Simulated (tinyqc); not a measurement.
Inside a calculation. Model: a particle near a wafer in liquid: double-layer and van der Waals forces (DLVO), deposition barrier and removal. Computed by tinyqc, a small Python program that keeps every step. Command: `OMP_NUM_THREADS=1 python tinyqc.py 3110918 3110919 out.jsonl dlvo walk`. One thread of a shared host (Intel(R) Xeon(R) Processor @ 2.30GHz), about 0.01 s of CPU time with the checks. Intermediate numbers are printed to about 6 digits and carried at full precision; extremes and crossings named in words are read from the listed rows.

Sphere and flat wall, Derjaguin approximation, constant potentials in the linear-superposition form, no retardation and no hydration force.

Inputs (values chosen for the exercise, of the order of those for alumina on silica in water):
```
quantity                             value   unit
particle radius R                       36     nm
Hamaker constant A                 1.2e-20      J
potential of the particle psi_1        -40     mV
potential of the wafer psi_2           -16     mV
salt concentration c                0.0013  mol/L
valence z of the symmetric salt          2      -
temperature T                          298      K
dielectric constant of the liquid     78.4      -
gap h                                   14     nm
contact distance h0                    0.4     nm
contact radius over R                0.068      -
viscosity                             0.46  mPa s
```

Constants: e = 1.602176634e-19 C; N_A = 6.02214076e+23 1/mol; eps_0 = 8.8541878128e-12 F/m; k_B = 1.380649e-23 J/K; k_B = 8.617333262e-05 eV/K.

## Screening

kappa^2 = 2 z^2 e^2 N_A (1000 c)/(eps eps_0 k_B T); gamma_i = tanh(z e psi_i/(4 k_B T)); Z = 64 pi eps eps_0 (k_B T/(z e))^2 gamma_1 gamma_2.

kappa = 0.237258 1/nm

Debye length = 4.21483 nm

gamma_1 = -0.652033

gamma_2 = -0.301829

Z = 4.52838 pN

kappa R = 8.54128

Like signs: the double layers repel.

## Energy and force at one gap

U(h) = Z R exp(-kappa h) - A R/(6 h); F(h) = -dU/dh = kappa Z R exp(-kappa h) - A R/(6 h^2), positive for repulsion.

double-layer energy = 1.43018 k_B T

van der Waals energy = -1.24999 k_B T

U(h) = 0.180193 k_B T

F(h) = 1.02873 pN

## The curve

The formulas are those given above.

Against the gap:
```
h (nm)  kappa h  U (k_B T)        F (pN)
0.4     0.09490    -7.7140  -4.14824e+02
0.6     0.14235     5.1992  -1.66454e+02
1.0     0.23726    13.7543  -4.14911e+01
1.5     0.35589    16.0914  -4.90391e+00
2.5     0.59314    14.8952   9.85307e+00
4.0     0.94903    10.9637   1.04729e+01
7.0     1.66080     5.0278   5.87893e+00
12.0    2.84709     0.8403   1.74383e+00
20.0    4.74515    -0.5305   1.56257e-01
40.0    9.49031    -0.4345  -4.20767e-02
```

Caution: in rows where h is not small against R, A R/(6 h) overstates the van der Waals term. Caution: in rows with kappa h below 1 linear superposition is only rough.

## Barrier and secondary minimum

F = 0 reads x^2 exp(-x) = y with x = kappa h and y = A kappa/(6 Z); the left side peaks at x = 2 with 4/e^2 = 0.5413, so roots exist for smaller y: x < 2 is the barrier, x > 2 the secondary minimum.

y = 0.104787

position of the barrier = 1.66166 nm

barrier height = 16.1819 k_B T

position of the secondary minimum = 24.2626 nm

energy at the secondary minimum = -0.595971 k_B T

A barrier above 15 k_B T practically stops deposition.

## Critical salt concentration

The barrier height is zero when U = 0 and F = 0 together: kappa h = 1 and kappa = 6 Z/(e A), e = 2.718282 here; c follows from kappa^2, with the potentials held fixed.

critical kappa = 0.832950 1/nm

critical concentration = 0.0160229 mol/L

## Adding salt

kappa scales as sqrt(c); potentials are held fixed. A dash marks rows without a maximum.

Against the concentration:
```
c (mol/L)  Debye length (nm)  barrier at (nm)  barrier (k_B T)  minimum at (nm)  minimum (k_B T)
1.60e-06             120.141          7.51577          34.8917      1.23300e+03     -1.28099e-02
1.60e-05              37.992          4.33688          31.3133      3.34530e+02     -4.63706e-02
1.60e-04              12.014          2.56277          25.1830      8.73560e+01     -1.72776e-01
8.01e-04               5.370          1.82527          18.6168      3.28700e+01     -4.45424e-01
3.20e-03               2.686          1.41833          11.0316      1.35407e+01     -1.03598e+00
8.01e-03               1.698          1.25208           4.9775      7.18593e+00     -1.85984e+00
1.44e-02               1.266          1.20215           0.7780      4.60226e+00     -2.75612e+00
2.40e-02               0.981          1.23565          -2.9193      2.92867e+00     -3.97392e+00
4.81e-02               0.693                -                -                -                -
```

At low salt the barrier tends to Z R = 39.6 k_B T; it is half of that between 1.6e-4 and 8.0e-4 mol/L and changes sign at 0.016 mol/L, while the secondary minimum deepens to -2.8 k_B T at 0.9 of that.

## Removing an attached particle

Adhesion F_a = A R/(6 h0^2) [1 + a^2/(R h0)] - kappa Z R exp(-kappa h0), a the contact radius. Drag in a shear flow F_d = 1.7 x 6 pi mu R^2 G, acting at 1.4 R; rolling starts when 1.4 R F_d = a F_a. Wall shear stress = mu G.

van der Waals adhesion = 637.272 pN

net adhesion F_a = 602.096 pN

wall shear stress for rolling = 704.192 Pa

shear rate G = 1.53085e+06 1/s

Checks made by the program: force against a difference of U (relative difference below 1e-10).
